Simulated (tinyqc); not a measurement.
Worked calculation: G0W0 on RHF in the sto-3g basis, for BeH2, spin multiplicity 1. Computed by tinyqc, a small Python program that keeps every step (integrals from PySCF). Settings: charge = 0, multiplicity = 1, basis = sto-3g, method = RHF, energy threshold = 1e-10, iteration cap = 60, orthogonalisation = symmetric, start = atomic densities, DIIS depth = 6. Command: `OMP_NUM_THREADS=1 python tinyqc.py 30131 30132 out.jsonl` (the two numbers bound the seeds that draw the settings). One thread of a shared host (Intel(R) Xeon(R) Processor @ 2.60GHz), about 0.08 s of CPU time with the checks. The early iterations of the SCF are left out here.

## One-electron integrals

Geometry (angstrom):
```
atom,x,y,z
Be,0.00000,0.00000,0.00000
H,0.00000,1.49200,0.00700
H,0.00000,-1.56800,0.00700
```

Basis sto-3g: exponents (1/bohr^2) and contraction coefficients of normalised primitives:
```
element,l (shell),exponent,coefficient
Be,s (1),30.16787,0.15433
Be,s (1),5.49512,0.53533
Be,s (1),1.48719,0.44463
Be,s (2),1.31483,-0.09997
Be,s (2),0.30554,0.39951
Be,s (2),0.09937,0.70012
Be,p (3),1.31483,0.15592
Be,p (3),0.30554,0.60768
Be,p (3),0.09937,0.39196
H,s (1),3.42525,0.15433
H,s (1),0.62391,0.53533
H,s (1),0.16886,0.44463
```

Overlap, kinetic and nuclear-attraction integrals over the contracted functions; the nuclear repulsion is the sum of Za Zb / Rab.

nuclear repulsion = 2.9415522 hartree

overlap S, lower triangle:
```
,1Be 1s,1Be 2s,1Be 2px,1Be 2py,1Be 2pz,2H 1s,3H 1s
1Be 1s,1.00000
1Be 2s,0.25952,1.00000
1Be 2px,0.00000,0.00000,1.00000
1Be 2py,0.00000,0.00000,0.00000,1.00000
1Be 2pz,0.00000,0.00000,0.00000,0.00000,1.00000
2H 1s,0.04974,0.40001,0.00000,0.47959,0.00225,1.00000
3H 1s,0.04212,0.37144,0.00000,-0.45460,0.00203,0.01608,1.00000
```

kinetic energy T (hartree), lower triangle:
```
,1Be 1s,1Be 2s,1Be 2px,1Be 2py,1Be 2pz,2H 1s,3H 1s
1Be 1s,6.69397
1Be 2s,-0.03301,0.21111
1Be 2px,0.00000,0.00000,0.66059
1Be 2py,0.00000,0.00000,0.00000,0.66059
1Be 2pz,0.00000,0.00000,0.00000,0.00000,0.66059
2H 1s,-0.01348,0.04773,0.00000,0.14609,0.00069,0.76003
3H 1s,-0.01174,0.03872,0.00000,-0.12498,0.00056,-0.00613,0.76003
```

nuclear attraction V (hartree), lower triangle:
```
,1Be 1s,1Be 2s,1Be 2px,1Be 2py,1Be 2pz,2H 1s,3H 1s
1Be 1s,-15.25325
1Be 2s,-2.07887,-2.97900
1Be 2px,0.00000,0.00000,-2.89691
1Be 2py,-0.00137,-0.00838,0.00000,-3.08781
1Be 2pz,-0.00013,-0.00116,0.00000,-0.00006,-2.89692
2H 1s,-0.39684,-1.11646,0.00000,-1.30643,-0.00623,-2.81229
3H 1s,-0.33559,-1.01253,0.00000,1.20646,-0.00548,-0.05297,-2.74541
```

core Hamiltonian H = T + V (hartree), lower triangle:
```
,1Be 1s,1Be 2s,1Be 2px,1Be 2py,1Be 2pz,2H 1s,3H 1s
1Be 1s,-8.55927
1Be 2s,-2.11188,-2.76789
1Be 2px,0.00000,0.00000,-2.23632
1Be 2py,-0.00137,-0.00838,0.00000,-2.42721
1Be 2pz,-0.00013,-0.00116,0.00000,-0.00006,-2.23633
2H 1s,-0.41032,-1.06874,0.00000,-1.16034,-0.00555,-2.05226
3H 1s,-0.34733,-0.97381,0.00000,1.08148,-0.00492,-0.05910,-1.98538
```

## Two-electron integrals

Functions are numbered as in S; the eight-fold symmetry (ij|kl) = (ji|kl) = (kl|ij) leaves the list below.

Two-electron integrals (ij|kl) in chemists' order, unique and non-zero (hartree):
```
i,j,k,l,(ij|kl)
1,1,1,1,2.29883
2,1,1,1,0.39204
2,1,2,1,0.07954
2,2,1,1,0.57099
2,2,2,1,0.14304
2,2,2,2,0.41768
3,1,3,1,0.01461
3,2,3,1,0.02189
3,2,3,2,0.09226
3,3,1,1,0.56958
3,3,2,1,0.14308
3,3,2,2,0.41759
3,3,3,3,0.44986
4,1,4,1,0.01461
4,2,4,1,0.02189
4,2,4,2,0.09226
4,3,4,3,0.02425
4,4,1,1,0.56958
4,4,2,1,0.14308
4,4,2,2,0.41759
4,4,3,3,0.40136
4,4,4,4,0.44986
5,1,5,1,0.01461
5,2,5,1,0.02189
5,2,5,2,0.09226
5,3,5,3,0.02425
5,4,5,4,0.02425
5,5,1,1,0.56958
5,5,2,1,0.14308
5,5,2,2,0.41759
5,5,3,3,0.40136
5,5,4,4,0.40136
5,5,5,5,0.44986
6,1,1,1,0.07420
6,1,2,1,0.01505
6,1,2,2,0.02729
6,1,3,3,0.02710
6,1,4,1,0.00133
6,1,4,2,0.00251
6,1,4,4,0.02769
6,1,5,1,6.24e-06
6,1,5,2,1.18e-05
6,1,5,4,2.76e-06
6,1,5,5,0.02710
6,1,6,1,0.00298
6,2,1,1,0.18538
6,2,2,1,0.04715
6,2,2,2,0.15068
6,2,3,3,0.14490
6,2,4,1,0.00616
6,2,4,2,0.03829
6,2,4,4,0.16210
6,2,5,1,2.89e-05
6,2,5,2,0.00018
6,2,5,4,0.00008
6,2,5,5,0.14490
6,2,6,1,0.00987
6,2,6,2,0.08191
6,3,3,1,0.00426
6,3,3,2,0.02011
6,3,4,3,0.00657
6,3,5,3,3.08e-05
6,3,6,3,0.00738
6,4,1,1,0.20090
6,4,2,1,0.05171
6,4,2,2,0.17324
6,4,3,3,0.16298
6,4,4,1,0.00998
6,4,4,2,0.05948
6,4,4,4,0.19359
6,4,5,1,2.69e-05
6,4,5,2,0.00018
6,4,5,4,0.00011
6,4,5,5,0.16298
6,4,6,1,0.01129
6,4,6,2,0.10697
6,4,6,4,0.14399
6,5,1,1,0.00094
6,5,2,1,0.00024
6,5,2,2,0.00081
6,5,3,3,0.00076
6,5,4,1,2.69e-05
6,5,4,2,0.00018
6,5,4,4,0.00085
6,5,5,1,0.00426
6,5,5,2,0.02011
6,5,5,4,0.00657
6,5,5,5,0.00083
6,5,6,1,0.00005
6,5,6,2,0.00050
6,5,6,4,0.00064
6,5,6,5,0.00738
6,6,1,1,0.35290
6,6,2,1,0.09135
6,6,2,2,0.32757
6,6,3,3,0.30393
6,6,4,1,0.01379
6,6,4,2,0.11134
6,6,4,4,0.37459
6,6,5,1,0.00006
6,6,5,2,0.00052
6,6,5,4,0.00033
6,6,5,5,0.30393
6,6,6,1,0.01958
6,6,6,2,0.22761
6,6,6,4,0.31515
6,6,6,5,0.00148
6,6,6,6,0.77461
7,1,1,1,0.06280
7,1,2,1,0.01273
7,1,2,2,0.02310
7,1,3,3,0.02295
7,1,4,1,-0.00112
7,1,4,2,-0.00212
7,1,4,4,0.02343
7,1,5,1,5.00e-06
7,1,5,2,9.47e-06
7,1,5,4,-2.17e-06
7,1,5,5,0.02295
7,1,6,1,0.00231
7,1,6,2,0.00705
7,1,6,4,0.00746
7,1,6,5,3.81e-05
7,1,6,6,0.01351
7,1,7,1,0.00214
7,2,1,1,0.16708
7,2,2,1,0.04255
7,2,2,2,0.13733
7,2,3,3,0.13195
7,2,4,1,-0.00554
7,2,4,2,-0.03534
7,2,4,4,0.14796
7,2,5,1,2.47e-05
7,2,5,2,0.00016
7,2,5,4,-0.00007
7,2,5,5,0.13195
7,2,6,1,0.00752
7,2,6,2,0.03804
7,2,6,4,0.04012
7,2,6,5,0.00023
7,2,6,6,0.07791
7,2,7,1,0.00754
7,2,7,2,0.07000
7,3,3,1,0.00371
7,3,3,2,0.01783
7,3,4,3,-0.00596
7,3,5,3,2.66e-05
7,3,6,3,0.00259
7,3,7,3,0.00603
7,4,1,1,-0.18492
7,4,2,1,-0.04763
7,4,2,2,-0.16100
7,4,3,3,-0.15149
7,4,4,1,0.00891
7,4,4,2,0.05470
7,4,4,4,-0.17986
7,4,5,1,-2.32e-05
7,4,5,2,-0.00016
7,4,5,4,0.00010
7,4,5,5,-0.15149
7,4,6,1,-0.00815
7,4,6,2,-0.04122
7,4,6,4,-0.04228
7,4,6,5,-0.00025
7,4,6,6,-0.08397
7,4,7,1,-0.00877
7,4,7,2,-0.09290
7,4,7,4,0.12664
7,5,1,1,0.00083
7,5,2,1,0.00021
7,5,2,2,0.00072
7,5,3,3,0.00068
7,5,4,1,-2.32e-05
7,5,4,2,-0.00016
7,5,4,4,0.00075
7,5,5,1,0.00371
7,5,5,2,0.01783
7,5,5,4,-0.00596
7,5,5,5,0.00073
7,5,6,1,3.96e-05
7,5,6,2,0.00022
7,5,6,4,0.00023
7,5,6,5,0.00259
7,5,6,6,0.00047
7,5,7,1,3.92e-05
7,5,7,2,0.00041
7,5,7,4,-0.00054
7,5,7,5,0.00603
7,6,1,1,0.00997
7,6,2,1,0.00247
7,6,2,2,0.00700
7,6,3,3,0.00690
7,6,4,1,-8.77e-06
7,6,4,2,-0.00006
7,6,4,4,0.00719
7,6,5,1,3.07e-06
7,6,5,2,1.51e-05
7,6,5,4,-1.44e-07
7,6,5,5,0.00690
7,6,6,1,0.00047
7,6,6,2,0.00256
7,6,6,4,0.00297
7,6,6,5,1.71e-05
7,6,6,6,0.00566
7,6,7,1,0.00040
7,6,7,2,0.00239
7,6,7,4,-0.00285
7,6,7,5,1.56e-05
7,6,7,6,0.00012
7,7,1,1,0.33626
7,7,2,1,0.08710
7,7,2,2,0.31605
7,7,3,3,0.29352
7,7,4,1,-0.01264
7,7,4,2,-0.10623
7,7,4,4,0.36084
7,7,5,1,0.00006
7,7,5,2,0.00047
7,7,5,4,-0.00030
7,7,5,5,0.29352
7,7,6,1,0.01527
7,7,6,2,0.08299
7,7,6,4,0.08719
7,7,6,5,0.00051
7,7,6,6,0.17293
7,7,7,1,0.01573
7,7,7,2,0.20887
7,7,7,4,-0.29305
7,7,7,5,0.00131
7,7,7,6,0.00566
7,7,7,7,0.77461
```

## Orthogonalisation

S = U s U^T; symmetric (Loewdin) form X = U s^(-1/2) U^T, so that X^T S X = 1.

eigenvalues of S: 0.32814  0.42884  0.95278  1.00000  1.00004  1.62459  1.66562

X, lower triangle:
```
,1Be 1s,1Be 2s,1Be 2px,1Be 2py,1Be 2pz,2H 1s,3H 1s
1Be 1s,1.02856
1Be 2s,-0.15133,1.17672
1Be 2px,0.00000,0.00000,1.00000
1Be 2py,-0.00076,0.01734,0.00000,1.25252
1Be 2pz,-0.00009,0.00081,0.00000,0.00011,1.00000
2H 1s,0.02084,-0.25885,0.00000,-0.35431,-0.00143,1.21631
3H 1s,0.02073,-0.22652,0.00000,0.32512,-0.00121,-0.06487,1.18252
```

## Iteration 7 (converged): orbitals

converged F (hartree), lower triangle:
```
,1Be 1s,1Be 2s,1Be 2px,1Be 2py,1Be 2pz,2H 1s,3H 1s
1Be 1s,-4.52770
1Be 2s,-1.28934,-0.59988
1Be 2px,0.00000,0.00000,0.21382
1Be 2py,-0.00006,-0.01019,0.00000,-0.16030
1Be 2pz,0.00011,-0.00082,0.00000,-0.00011,0.21381
2H 1s,-0.25517,-0.36247,0.00000,-0.31368,-0.00116,-0.25656
3H 1s,-0.21639,-0.33767,0.00000,0.30194,-0.00104,-0.01876,-0.23226
```

Diagonalise F' = X^T F X, C = X C', fill 3 alpha and 3 beta electrons from the bottom; D = 2 C_occ C_occ^T. Each column has its largest component positive (the first on a tie).

F' = X^T F X (hartree), lower triangle:
```
,1,2,3,4,5,6,7
1,-4.41836
2,-0.69884,-0.14045
3,0.00000,0.00000,0.21382
4,0.00140,0.00836,0.00000,0.22044
5,0.00005,0.00034,0.00000,0.00003,0.21382
6,-0.01782,-0.29898,0.00000,-0.40386,-0.00147,0.06097
7,-0.00450,-0.27440,0.00000,0.38297,-0.00127,-0.07770,0.04669
```

orbital energies (hartree): MO1 -4.53107, MO2 -0.42503, MO3 -0.38081, MO4 0.21381, MO5 0.21382, MO6 0.37062, MO7 0.73560

coefficients C:
```
,MO1,MO2,MO3,MO4,MO5,MO6,MO7
1Be 1s,0.99184,-0.21094,-0.03476,0.00263,0.00000,-0.22819,-0.01323
1Be 2s,0.03129,0.59016,0.10799,-0.01121,0.00000,1.07510,0.09640
1Be 2px,0.00000,0.00000,0.00000,0.00000,1.00000,0.00000,0.00000
1Be 2py,0.00014,0.08351,-0.48964,0.00006,0.00000,-0.05224,1.24535
1Be 2pz,0.00000,0.00104,0.00010,0.99993,0.00000,0.01204,0.00073
2H 1s,-0.00372,0.45789,-0.35000,0.00537,0.00000,-0.70461,-0.92082
3H 1s,-0.00379,0.31447,0.49059,0.00565,0.00000,-0.77175,0.79043
```

D after iteration 7, lower triangle:
```
,1Be 1s,1Be 2s,1Be 2px,1Be 2py,1Be 2pz,2H 1s,3H 1s
1Be 1s,2.05890
1Be 2s,-0.19441,0.72187
1Be 2px,0.00000,0.00000,0.00000
1Be 2py,-0.00091,-0.00717,0.00000,0.49344
1Be 2pz,-0.00045,0.00125,0.00000,0.00007,0.00000
2H 1s,-0.17621,0.46463,0.00000,0.41923,0.00088,0.66435
3H 1s,-0.17429,0.47690,0.00000,-0.42790,0.00075,-0.05541,0.67918
```

## Convergence

Stop when the energy changes by less than 1e-10 hartree and every element of the error matrix X^T (F D S - S D F) X is below 3e-06.

Course of the cycle:
```
iteration,E (hartree),change,largest element of the error matrix
1,-15.3057052,-,3.08e-01
2,-15.5052842,-2.00e-01,1.06e-01
3,-15.5231643,-1.79e-02,1.65e-02
4,-15.5239441,-7.80e-04,7.43e-04
5,-15.5239450,-8.87e-07,1.56e-05
6,-15.5239450,-8.20e-10,1.89e-06
7,-15.5239450,-1.48e-11,3.10e-07
```

PySCF RHF in the same basis = -15.5239450 hartree

Converged in 7 iterations.

## Integrals over molecular orbitals

(pq|rs) = sum C_ip C_jq C_kr C_ls (ij|kl), one index at a time.

one-electron integrals over orbitals h = C^T H C (hartree), lower triangle:
```
,1,2,3,4,5,6,7
1,-8.54791
2,0.20758,-2.32609
3,0.03480,0.01028,-2.25459
4,-0.00266,0.00124,0.00041,-2.23630
5,0.00000,0.00000,0.00000,0.00000,-2.23632
6,0.20306,-0.22543,-0.06884,-0.00293,0.00000,-1.89762
7,0.00975,-0.05823,0.30315,-0.00009,0.00000,0.00428,-1.85372
```

Two-electron integrals over orbitals (pq|rs), unique and non-zero (hartree):
```
p,q,r,s,(pq|rs)
1,1,1,1,2.27184
2,1,1,1,-0.18588
2,1,2,1,0.02361
2,2,1,1,0.46245
2,2,2,1,-0.00495
2,2,2,2,0.39830
3,1,1,1,-0.03048
3,1,2,1,0.00294
3,1,2,2,-0.00496
3,1,3,1,0.00564
3,2,1,1,0.00143
3,2,2,1,-0.00247
3,2,2,2,-0.05527
3,2,3,1,0.01048
3,2,3,2,0.14151
3,3,1,1,0.42468
3,3,2,1,-0.00313
3,3,2,2,0.37149
3,3,3,1,0.00313
3,3,3,2,0.04508
3,3,3,3,0.42859
4,1,1,1,0.00225
4,1,2,1,-0.00027
4,1,2,2,0.00016
4,1,3,1,-4.65e-05
4,1,3,2,4.03e-06
4,1,3,3,0.00009
4,1,4,1,0.01575
4,2,1,1,-0.00113
4,2,2,1,0.00008
4,2,2,2,0.00048
4,2,3,1,1.12e-05
4,2,3,2,-0.00013
4,2,3,3,0.00049
4,2,4,1,0.01476
4,2,4,2,0.04675
4,3,1,1,-0.00027
4,3,2,1,1.56e-05
4,3,2,2,-0.00020
4,3,3,1,-5.23e-06
4,3,3,2,0.00071
4,3,3,3,0.00035
4,3,4,1,0.00249
4,3,4,2,0.00553
4,3,4,3,0.01368
4,4,1,1,0.56917
4,4,2,1,-0.00726
4,4,2,2,0.35621
4,4,3,1,-0.00115
4,4,3,2,0.00023
4,4,3,3,0.33776
4,4,4,1,-0.00030
4,4,4,2,-0.00153
4,4,4,3,-0.00031
4,4,4,4,0.44987
5,1,5,1,0.01575
5,2,5,1,0.01476
5,2,5,2,0.04675
5,3,5,1,0.00249
5,3,5,2,0.00553
5,3,5,3,0.01367
5,4,5,1,-0.00018
5,4,5,2,-0.00049
5,4,5,3,-0.00009
5,4,5,4,0.02425
5,5,1,1,0.56918
5,5,2,1,-0.00726
5,5,2,2,0.35621
5,5,3,1,-0.00115
5,5,3,2,0.00023
5,5,3,3,0.33776
5,5,4,1,0.00007
5,5,4,2,-0.00055
5,5,4,3,-0.00014
5,5,4,4,0.40136
5,5,5,5,0.44986
6,1,1,1,-0.19140
6,1,2,1,0.02457
6,1,2,2,-0.00640
6,1,3,1,0.00456
6,1,3,2,0.00061
6,1,3,3,-0.00283
6,1,4,1,-0.00012
6,1,4,2,0.00022
6,1,4,3,3.66e-05
6,1,4,4,-0.00558
6,1,5,5,-0.00558
6,1,6,1,0.02610
6,2,1,1,0.12907
6,2,2,1,-0.00600
6,2,2,2,-0.02130
6,2,3,1,-0.00039
6,2,3,2,0.01684
6,2,3,3,-0.03587
6,2,4,1,0.00021
6,2,4,2,-0.00025
6,2,4,3,3.19e-06
6,2,4,4,0.06328
6,2,5,5,0.06329
6,2,6,1,-0.00492
6,2,6,2,0.07952
6,3,1,1,0.03425
6,3,2,1,-0.00108
6,3,2,2,0.02964
6,3,3,1,-0.00080
6,3,3,2,-0.08490
6,3,3,3,-0.03755
6,3,4,1,3.77e-05
6,3,4,2,-3.64e-06
6,3,4,3,-0.00067
6,3,4,4,0.01746
6,3,5,5,0.01746
6,3,6,1,-0.00110
6,3,6,2,0.00744
6,3,6,3,0.08937
6,4,1,1,0.00108
6,4,2,1,1.87e-05
6,4,2,2,0.00015
6,4,3,1,-5.28e-06
6,4,3,2,-0.00006
6,4,3,3,-0.00028
6,4,4,1,0.01619
6,4,4,2,0.04578
6,4,4,3,0.00867
6,4,4,4,-0.00019
6,4,5,5,0.00044
6,4,6,1,0.00019
6,4,6,2,0.00124
6,4,6,3,0.00034
6,4,6,4,0.04943
6,5,5,1,0.01620
6,5,5,2,0.04580
6,5,5,3,0.00867
6,5,5,4,-0.00032
6,5,6,5,0.04944
6,6,1,1,0.46256
6,6,2,1,-0.00678
6,6,2,2,0.37459
6,6,3,1,-0.00009
6,6,3,2,0.01112
6,6,3,3,0.39446
6,6,4,1,0.00046
6,6,4,2,0.00134
6,6,4,3,0.00032
6,6,4,4,0.35454
6,6,5,5,0.35456
6,6,6,1,-0.00640
6,6,6,2,-0.02658
6,6,6,3,-0.01471
6,6,6,4,0.00086
6,6,6,6,0.39712
7,1,1,1,-0.01068
7,1,2,1,0.00314
7,1,2,2,0.00608
7,1,3,1,-0.00938
7,1,3,2,-0.01698
7,1,3,3,-0.00598
7,1,4,1,-5.83e-06
7,1,4,2,7.45e-06
7,1,4,3,3.05e-05
7,1,4,4,-0.00021
7,1,5,5,-0.00021
7,1,6,1,0.00051
7,1,6,2,-0.00095
7,1,6,3,-0.00011
7,1,6,4,2.26e-05
7,1,6,6,-0.00205
7,1,7,1,0.01870
7,2,1,1,0.03072
7,2,2,1,-0.00031
7,2,2,2,-0.01590
7,2,3,1,-0.00437
7,2,3,2,0.03857
7,2,3,3,0.00703
7,2,4,1,9.14e-06
7,2,4,2,-0.00026
7,2,4,3,0.00059
7,2,4,4,0.01382
7,2,5,5,0.01383
7,2,6,1,-0.00130
7,2,6,2,0.02445
7,2,6,3,-0.05762
7,2,6,4,0.00013
7,2,6,6,-0.00104
7,2,7,1,0.00798
7,2,7,2,0.06043
7,3,1,1,-0.14542
7,3,2,1,0.00417
7,3,2,2,-0.00013
7,3,3,1,-0.00040
7,3,3,2,-0.00178
7,3,3,3,0.01716
7,3,4,1,1.61e-06
7,3,4,2,0.00083
7,3,4,3,0.00024
7,3,4,4,-0.06712
7,3,5,5,-0.06713
7,3,6,1,0.00335
7,3,6,2,-0.07314
7,3,6,3,-0.02427
7,3,6,4,-0.00059
7,3,6,6,0.02064
7,3,7,1,0.00196
7,3,7,2,-0.01148
7,3,7,3,0.08321
7,4,1,1,3.52e-05
7,4,2,1,-2.24e-05
7,4,2,2,-0.00049
7,4,3,1,0.00013
7,4,3,2,0.00136
7,4,3,3,0.00048
7,4,4,1,0.00104
7,4,4,2,0.00527
7,4,4,3,-0.01260
7,4,4,4,-4.51e-05
7,4,5,5,1.52e-06
7,4,6,1,2.43e-05
7,4,6,2,0.00020
7,4,6,3,-0.00090
7,4,6,4,0.00212
7,4,6,6,0.00019
7,4,7,1,-0.00022
7,4,7,2,0.00029
7,4,7,3,-2.87e-05
7,4,7,4,0.01705
7,5,5,1,0.00104
7,5,5,2,0.00527
7,5,5,3,-0.01261
7,5,5,4,-2.33e-05
7,5,6,5,0.00212
7,5,7,5,0.01704
7,6,1,1,-0.00198
7,6,2,1,0.00183
7,6,2,2,0.04763
7,6,3,1,-0.00976
7,6,3,2,-0.13101
7,6,3,3,-0.04745
7,6,4,1,2.46e-05
7,6,4,2,0.00020
7,6,4,3,-0.00083
7,6,4,4,0.00066
7,6,5,5,0.00066
7,6,6,1,-0.00094
7,6,6,2,-0.01354
7,6,6,3,0.09007
7,6,6,4,0.00016
7,6,6,6,-0.01451
7,6,7,1,0.01614
7,6,7,2,-0.04869
7,6,7,3,-0.00096
7,6,7,4,-0.00124
7,6,7,6,0.13558
7,7,1,1,0.55060
7,7,2,1,-0.00745
7,7,2,2,0.41073
7,7,3,1,-0.00222
7,7,3,2,-0.01909
7,7,3,3,0.41449
7,7,4,1,0.00007
7,7,4,2,0.00013
7,7,4,3,-0.00009
7,7,4,4,0.37966
7,7,5,5,0.37966
7,7,6,1,-0.00783
7,7,6,2,-0.02285
7,7,6,3,0.00904
7,7,6,4,-0.00029
7,7,6,6,0.41235
7,7,7,1,0.00105
7,7,7,2,-0.00911
7,7,7,3,-0.00219
7,7,7,4,-0.00015
7,7,7,6,0.01414
7,7,7,7,0.46086
```

## Screening: direct RPA

With D = e_a - e_i and K = (ia|jb): diagonalise D^(1/2) (D + 4K) D^(1/2) = Z w^2 Z^T; X + Y = D^(1/2) Z w^(-1/2), each column of Z with its largest component positive (the first on a tie); E_c = (sum w - tr (D + 2K)) / 2.

D^(1/2) (D + 4K) D^(1/2) (hartree^2), lower triangle:
```
,1>4,1>5,1>6,1>7,2>4,2>5,2>6,2>7,3>4,3>5,3>6,3>7
1>4,22.81279
1>5,0.00000,22.81288
1>6,-0.00239,0.00000,24.53824
1>7,-0.00012,0.00000,0.01036,28.13165
2>4,0.10281,0.00000,0.00153,0.00005,0.52759
2>5,0.00000,0.10283,0.00000,0.00000,0.00000,0.52760
2>6,0.00165,0.00000,-0.03883,-0.00777,-0.00070,0.00000,0.88612
2>7,0.00009,0.00000,-0.01239,0.07891,-0.00091,0.00000,0.09397,1.62761
3>4,0.01672,0.00000,0.00025,0.00022,0.01363,0.00000,0.00001,0.00195,0.38610
3>5,0.00000,0.01672,0.00000,0.00000,0.00000,0.01363,0.00000,0.00000,0.00000,0.38610
3>6,0.00028,0.00000,-0.00843,-0.00084,-0.00001,0.00000,0.02302,-0.21524,-0.00178,0.00000,0.83327
3>7,0.00001,0.00000,0.03135,0.01905,0.00280,0.00000,-0.27573,-0.05227,0.00079,0.00000,-0.08893,1.61797
```

excitation energies w (hartree): 0.62031  0.62032  0.72691  0.72692  0.87229  0.89071  1.28390  1.32738  4.77632  4.77633  4.95362  5.30395

X + Y:
```
,1,2,3,4,5,6,7,8,9,10,11,12
1>4,-0.00085,0.00000,-0.01192,0.00000,0.00005,-0.00017,0.00001,0.00003,0.99669,0.00000,-0.00135,-0.00002
1>5,0.00000,-0.00085,0.00000,-0.01192,0.00000,0.00000,0.00000,0.00000,0.00000,0.99669,0.00000,0.00000
1>6,-0.00001,0.00000,-0.00016,0.00000,-0.00047,0.00262,-0.00133,-0.00353,0.00140,0.00000,0.99474,0.00277
1>7,-0.00001,0.00000,-0.00001,0.00000,-0.00202,-0.00015,-0.00553,0.00228,0.00002,0.00000,-0.00297,0.99647
2>4,-0.09622,0.00000,0.93323,0.00000,-0.00025,0.00089,0.00065,0.00159,0.00169,0.00000,0.00002,0.00000
2>5,0.00000,-0.09622,0.00000,0.93323,0.00000,0.00000,0.00000,0.00000,0.00000,0.00169,0.00000,0.00000
2>6,-0.00030,0.00000,-0.00026,0.00000,-0.39715,0.80410,-0.09612,-0.23010,0.00003,0.00000,-0.00067,-0.00011
2>7,-0.00141,0.00000,0.00076,0.00000,0.29972,0.03431,0.72552,-0.55263,0.00000,0.00000,-0.00027,0.00139
3>4,0.97465,0.00000,0.08575,0.00000,-0.00237,-0.00077,0.00131,-0.00031,0.00026,0.00000,0.00000,0.00000
3>5,0.00000,0.97466,0.00000,0.08575,0.00000,0.00000,0.00000,0.00000,0.00000,0.00026,0.00000,0.00000
3>6,0.00376,0.00000,0.00027,0.00000,0.80849,0.37439,-0.20481,0.04366,0.00000,0.00000,-0.00014,-0.00002
3>7,-0.00038,0.00000,-0.00327,0.00000,-0.03114,0.36980,0.53658,0.68568,0.00000,0.00000,0.00066,0.00033
```

RPA correlation energy = -0.0447713 hartree

Within a degenerate level the vectors are fixed only up to a rotation; this is one choice.

## G0W0 on Hartree-Fock: HOMO

W(p,q,m) = sqrt2 sum_ia (pq|ia) (X+Y)_ia,m; Sigma_c(x) = sum_(i,m) W^2/(x - e_i + w_m) + sum_(a,m) W^2/(x - e_a - w_m); solve x = e_p + Sigma_c(x) by Newton steps; Z = 1/(1 - dSigma/dx); 1 hartree = 27.211386 eV.

The 12 largest terms at x = e_p (hartree; W for the signs of X + Y given):
```
q,m,W,term
2,5,-0.09006,0.00885
6,7,-0.10444,-0.00536
7,8,0.11196,-0.00513
6,5,0.07465,-0.00343
3,6,-0.05137,0.00296
2,7,0.06066,0.00277
7,7,0.06832,-0.00194
7,6,-0.05305,-0.00140
2,8,-0.04265,0.00133
3,7,0.03603,0.00101
6,6,0.04029,-0.00099
2,6,-0.02485,0.00066
```

Newton steps (hartree):
```
step,x,Sigma_c(x),Z
0,-0.38081,-0.00069,0.97277
1,-0.38148,-0.00068,0.97276
2,-0.38148,-0.00068,0.97276
```

quasiparticle energy of the HOMO = -10.38073 eV

Hartree-Fock value = -10.36235 eV

## G0W0 on Hartree-Fock: LUMO

As before.

The 12 largest terms at x = e_p (hartree; W for the signs of X + Y given):
```
q,m,W,term
4,8,-0.09538,-0.00685
6,3,0.06121,-0.00424
2,3,0.06212,0.00283
4,6,0.04674,-0.00245
4,7,-0.05040,-0.00198
7,1,-0.01809,-0.00029
3,1,0.01809,0.00027
6,9,0.02294,-0.00011
2,9,0.02092,0.00008
1,3,0.01952,0.00007
3,3,0.00891,0.00006
4,5,-0.00676,-0.00005
```

Newton steps (hartree):
```
step,x,Sigma_c(x),Z
0,0.21381,-0.01269,0.98324
1,0.20133,-0.01248,0.98353
2,0.20132,-0.01248,0.98353
```

quasiparticle energy of the LUMO = 5.47829 eV

Hartree-Fock value = 5.81796 eV
